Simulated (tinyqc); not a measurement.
Worked calculation: Rayleigh-quotient iteration on a symmetric matrix. One step of it, computed by the program tinyqc.

Question. Step 2. solve (A - shift) w = v; v' = w/|w| with its largest component positive (the first on a tie); lambda = v'^T A v'; the next shift is lambda.

A:
```
           1          2          3          4          5
1   0.154000  -0.108000  -1.043000   1.418000  -0.486000
2  -0.108000   0.315000   0.196000   0.310000   0.734000
3  -1.043000   0.196000   0.920000  -0.733000   0.056000
4   1.418000   0.310000  -0.733000   1.397000   0.299000
5  -0.486000   0.734000   0.056000   0.299000   2.582000
```

vector after step 1: -0.082540  0.562318  0.589827  0.539572  -0.194811

Rayleigh quotient after step 1 = 0.510102

Give: vector after step 2; Rayleigh quotient after step 2.

Answer.

vector after step 2: 0.0188  0.4770  0.6993  0.4689  -0.2516

Rayleigh quotient after step 2 = 0.5147
